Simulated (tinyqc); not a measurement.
# Changing the decay q

Model: Gupta-type many-body potential for a metal. Computed by tinyqc, a small Python program. Command: `OMP_NUM_THREADS=1 python tinyqc.py 3025606 3025607 out.jsonl gupta sweep`. One thread of a shared host (Intel(R) Xeon(R) Processor @ 2.30GHz), about 0.03 s of CPU time with the checks.

E_i = sum_j A exp(-p (r_ij/r0 - 1)) - xi rho_i^gamma, with rho_i = sum_j exp(-2 q (r_ij/r0 - 1)); gamma = 1/2 is the tight-binding second-moment form. The crystal is fcc unless stated; d is the neighbour distance and a fixed number of shells is kept.

Inputs (values chosen for the exercise, modelled on platinum):
```
quantity                  value      unit
repulsion A               0.294        eV
hopping xi                 2.64        eV
decay p                    10.9         -
reference distance r0     2.775  angstrom
shells kept                   3         -
embedding exponent gamma    0.5         -
```

Surface: (110).

Constants: 1 eV/angstrom^3 = 160.2176634 GPa; 1 eV/angstrom^2 = 16.02176634 J/m^2.

Method:
- fcc shells: d sqrt(k), k = 1..5, with 12, 6, 24, 12, 24 atoms; Omega = d^3/sqrt2.
- Equilibrium: dE/dd = 0; B = d^2 E''(d)/(9 Omega).
- Repulsion and density of one neighbour in each shell, and their sums.
- Each neighbour j of the vacancy loses one repulsive term and one density term: E_v = sum_shells count x {-repulsion - xi [(rho - density)^gamma - rho^gamma]}. (The removed atom returns to a bulk-like site, so its own energy cancels.)
- Second derivatives of E/Omega at equilibrium under homogeneous strain: e_xx = h gives C11; e_xx = -e_yy = h gives 2 (C11 - C12); e_xy = e_yx = h/2 gives C44.
- Cut the crystal without relaxation; an atom in layer l keeps the neighbours that lie below the surface plane. Excess = E_i + E_c. Surface energy = sum of excesses over the layers, divided by the area per surface atom: (sqrt3/2) d^2 for (111), d^2 for (100), sqrt2 d^2 for (110).

One run for each value; columns: (1) decay q; (2) ratio E_v/E_c, E_c = xi rho^gamma less the repulsive energy; (3) Cauchy pressure C12 - C44 (GPa); (4) bulk modulus B (GPa); (5) surface energy (J/m^2):
```
(1)       (2)     (3)     (4)     (5)
2.33  0.36523   57.70  194.46  1.9960
2.65  0.34316   72.24  210.64  1.8195
2.98  0.31807   90.29  228.63  1.6657
3.30  0.29125  111.38  247.44  1.5326
3.62  0.26172  136.74  267.79  1.4077
3.94  0.22917  167.33  289.96  1.2847
4.26  0.19326  204.45  314.37  1.1584
4.58  0.15353  249.84  341.64  1.0233
```

Describe and explain the trends.

Over the rows, ratio E_v/E_c, E_c = xi rho^gamma less the repulsive energy falls from 0.365 to 0.154 (exponent d ln y / d ln x -0.48 between the first rows and -3.2 between the last); Cauchy pressure C12 - C44 (GPa) rises from 57.7 to 250 (exponent d ln y / d ln x 1.7 between the first rows and 2.8 between the last); bulk modulus B (GPa) rises from 194 to 342 (exponent d ln y / d ln x 0.62 between the first rows and 1.1 between the last). A larger q/p makes repulsion and band term cancel more closely, so the many-body part weighs more: vacancies get cheaper relative to E_c and the Cauchy pressure grows.
